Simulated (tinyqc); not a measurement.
## Arrhenius plot from several rate windows

Emission rate en = sn vth(T) Nc(T) exp(-Et/kB T) = sn g T^2 exp(-Et/kB T), g = vth Nc/(300 K)^2, as vth goes as T^0.5 and Nc as T^1.5 (degeneracy factor 1). Each window ew gives the temperature where en = ew.

Parameters, values chosen for the exercise; material values close to those of 4H silicon carbide:
- Nc = 1.72e19 cm^-3 (conduction-band density of states at 300 K)
- vth = 2e7 cm/s (thermal velocity at 300 K)
- Et = 0.37 eV (depth of the trap below the conduction edge)
- sn = 3.1e-14 cm^2 (capture cross-section)

Constants: q = 1.602176634e-19 C, kB = 1.380649e-23 J/K. Results are converted to the units shown.

Arrhenius plot from several rate windows:

| ew (1/s) | T peak (K) | q/kB T (1/eV) | ln(ew/T^2) | ln ew |
|---|---|---|---|---|
| 1.7 | 152.7 | 75.99 | -9.526 | 0.5306 |
| 5.1 | 158.5 | 73.22 | -8.502 | 1.629 |
| 15 | 164.6 | 70.51 | -7.499 | 2.708 |
| 47 | 171.5 | 67.65 | -6.440 | 3.850 |
| 140 | 178.7 | 64.92 | -5.430 | 4.942 |
| 430 | 186.8 | 62.13 | -4.396 | 6.064 |
| 1300 | 195.4 | 59.38 | -3.380 | 7.170 |
| 3900 | 204.8 | 56.66 | -2.375 | 8.269 |

What does the comparison show?

The peak rises from 153 to 205 K. ln(ew/T^2) against q/kB T is a straight line of slope -0.3700 eV, the trap depth. Its intercept gives sn = 3.10e-14 cm^2. Leaving out the T^2 gives 0.4004 eV, too high by about 2 kB T.

tinyqc, about 0.01 s, one thread, Intel Xeon 2.30GHz (shared host): `OMP_NUM_THREADS=1 python tinyqc.py 2050055 2050056 out.jsonl`
